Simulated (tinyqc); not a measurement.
A particle near a wafer in liquid: double-layer and van der Waals forces (DLVO), deposition barrier and removal: one step, computed by the program tinyqc. Command: `OMP_NUM_THREADS=1 python tinyqc.py 3113503 3113504 out.jsonl dlvo walk`. One thread of a shared host (Intel(R) Xeon(R) Processor @ 2.30GHz), about 0.01 s of CPU time with the checks.

Sphere and flat wall, Derjaguin approximation, constant potentials in the linear-superposition form, no retardation and no hydration force.

Problem. Screening. kappa^2 = 2 z^2 e^2 N_A (1000 c)/(eps eps_0 k_B T); gamma_i = tanh(z e psi_i/(4 k_B T)); Z = 64 pi eps eps_0 (k_B T/(z e))^2 gamma_1 gamma_2.

Inputs (values chosen for the exercise, of the order of those for silica on silicon in water):
```
quantity                             value   unit
particle radius R                       15     nm
potential of the particle psi_1         13     mV
potential of the wafer psi_2           -12     mV
salt concentration c               0.00011  mol/L
valence z of the symmetric salt          1      -
temperature T                          343      K
dielectric constant of the liquid     63.7      -
```

Constants: e = 1.602176634e-19 C; N_A = 6.02214076e+23 1/mol; eps_0 = 8.8541878128e-12 F/m; k_B = 1.380649e-23 J/K; k_B = 8.617333262e-05 eV/K.

Give: kappa; Debye length; gamma_1; gamma_2; Z; kappa R.

Solution.

kappa = 0.03568 1/nm

Debye length = 28.02 nm

gamma_1 = 0.1095

gamma_2 = -0.1012

Z = -1.097 pN

kappa R = 0.5352

Opposite signs: the double layers attract. Caution: kappa R is not large, so the Derjaguin approximation is only rough at gaps of the order of the Debye length.
